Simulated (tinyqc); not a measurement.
# MOS inversion layer, Poisson-Schroedinger loop: two studies

Electrons confined at an insulator interface at z = 0, treated as a hard wall; parabolic valleys, Hartree approximation, no image or exchange terms. The depletion charge lies far deeper than the electrons and gives a uniform field q Nd/(eps0 eps_r); the gate balances all charge. Energies are counted from the band edge at the interface.

Inputs (values chosen for the exercise); masses and permittivity close to those of gallium nitride: temperature T = 200 K; relative permittivity eps_r = 9.55; mass along z of valley set A (1 valley(s)) mz1 = 0.198 m0; in-plane density-of-states mass of set A md1 = 0.199 m0; sheet density of electrons Ns = 6e12 cm^-2; sheet density of depletion charge Nd = 3.5e11 cm^-2.

Constants: q = 1.602176634e-19 C, kB = 1.380649e-23 J/K, hbar = 1.054571817e-34 J s, m0 = 9.1093837015e-31 kg, Vt = kB T/q, eps0 = 8.8541878128e-14 F/cm where lengths are in cm, hbar^2/(2 m0) = 0.0380998212 eV nm^2. Results are converted to the units shown.

Each table varies one quantity; the others keep the values above.

## Effect of the sheet density of electrons

Schroedinger equation -(C/mz) psi'' + (V0 + U) psi = E psi, C = hbar^2/(2 m0), psi(0) = 0, on a uniform mesh of 800 nodes with a far wall at 36 nm, 8 levels a set; V0 = q Nd z/(eps0 eps_r); dU/dz = q (Ns - integral of n from 0 to z)/(eps0 eps_r), U(0) = 0; N_k = g md m0 q Vt/(pi hbar^2) ln(1 + exp((EF - E_k)/Vt)), g the number of valleys of the set, sum N_k = Ns. Triangular well: E_k = a_k (C F^2/mz)^(1/3), a_1 = 2.338107, a_2 = 4.087949, C = hbar^2/(2 m0), F in eV/nm. Fang-Howard (all electrons in the lowest level of set A): b^3 = 6 (mz1/C) q (Nd + 11 Ns/32)/(eps0 eps_r), centroid 3/b, level C b^2/(4 mz1) + (3/b) q (Nd + 11 Ns/16)/(eps0 eps_r). The centroid adds 3.9 z_av/eps_r to an oxide-equivalent thickness. Shares under 0.0001 % are printed as 0.

Results:
columns A: Ns (cm^-2); B: A1 (meV); C: A2 (meV); D: EF (meV); E: share of A1 (%); F: share of A2 (%); G: centroid z_av (nm); H: added oxide equivalent (nm); I: Fang-Howard centroid (nm)
```
A          B     C     D     E     F     G      H     I
1e11    54.4  91.6  6.70  87.2  10.4  5.17   2.11  4.92
2.1e11  61.4   100  27.2  87.9  9.87  4.98   2.03  4.77
4.5e11  75.6   117  56.1  89.1  8.99  4.65   1.90  4.49
2.1e12   152   210   171  92.2  6.56  3.57   1.46  3.49
4.4e12   235   310   283  92.9  6.15  2.99   1.22  2.91
9.4e12   378   489   481  91.5  7.54  2.48   1.01  2.34
2e13     619   806   829  87.6  11.4  2.07  0.847  1.85
```

Estimate the missing row, Ns = 9.7e11 cm^-2.

Computed row:
columns A: Ns (cm^-2); B: A1 (meV); C: A2 (meV); D: EF (meV); E: share of A1 (%); F: share of A2 (%); G: centroid z_av (nm); H: added oxide equivalent (nm); I: Fang-Howard centroid (nm)
```
A         B    C     D     E     F     G     H     I
9.7e11  103  150  99.9  90.7  7.77  4.17  1.70  4.06
```

With this row back in the table: As Ns goes from 1e11 to 2e13, A1 rises from 54.4 to 619 meV, the share of A1 goes from 87.2 through a maximum of 92.9 (at Ns = 4.4e12 among the rows listed) to 87.6 % and the centroid falls from 5.17 to 2.07 nm. A1 goes as Ns^(0.65) between the last two rows (a triangular well in the field of that charge alone gives 2/3). EF lies more than 2 meV above A1 for Ns = 2.1e12, 4.4e12, 9.4e12, 2e13. The Fang-Howard centroid is 4.9 % below the full one in the first row, where A1 holds 87.2 %, and 11 % below it in the last, where A1 holds 87.6 %.

## Effect of the sheet density of depletion charge

Schroedinger equation -(C/mz) psi'' + (V0 + U) psi = E psi, C = hbar^2/(2 m0), psi(0) = 0, on a uniform mesh of 800 nodes with a far wall at 26 nm, 8 levels a set; V0 = q Nd z/(eps0 eps_r); dU/dz = q (Ns - integral of n from 0 to z)/(eps0 eps_r), U(0) = 0; N_k = g md m0 q Vt/(pi hbar^2) ln(1 + exp((EF - E_k)/Vt)), g the number of valleys of the set, sum N_k = Ns.

Effect of the sheet density of depletion charge:
columns A: Nd (cm^-2); B: A1 (meV); C: A2 (meV); D: EF (meV); E: share of A1 (%); F: share of A2 (%); G: centroid z_av (nm); H: added oxide equivalent (nm); I: Fang-Howard centroid (nm)
```
A         B    C    D     E        F     G      H     I
1e11    276  357  341  89.6     7.81  3.12   1.27  2.76
1.7e11  279  361  344  90.5     7.51  3.00   1.23  2.74
3.1e11  283  369  349  92.2     6.70  2.81   1.15  2.68
5.3e11  290  382  358  94.4     5.17  2.62   1.07  2.60
9.4e11  303  410  373  97.2     2.69  2.40  0.978  2.48
1.6e12  325  456  397  99.2    0.755  2.19  0.895  2.32
2.9e12  368  542  440  99.9   0.0619  1.97  0.803  2.10
5e12    433  668  504   100  0.00184  1.75  0.714  1.86
```

Read the table: what changes, and by how much?

As Nd goes from 1e11 to 5e12, A1 rises from 276 to 433 meV, the share of A1 rises from 89.6 to 100 % and the centroid falls from 3.12 to 1.75 nm. A1 goes as Nd^(0.30) between the last two rows (a triangular well in the field of that charge alone gives 2/3). The Fang-Howard centroid is 11 % below the full one in the first row, where A1 holds 89.6 %, and 6.6 % above it in the last, where A1 holds 100 %.

tinyqc, about 0.6 s, one thread, Intel Xeon 2.30GHz (shared host): `OMP_NUM_THREADS=1 python tinyqc.py 2160105 2160106 out.jsonl`
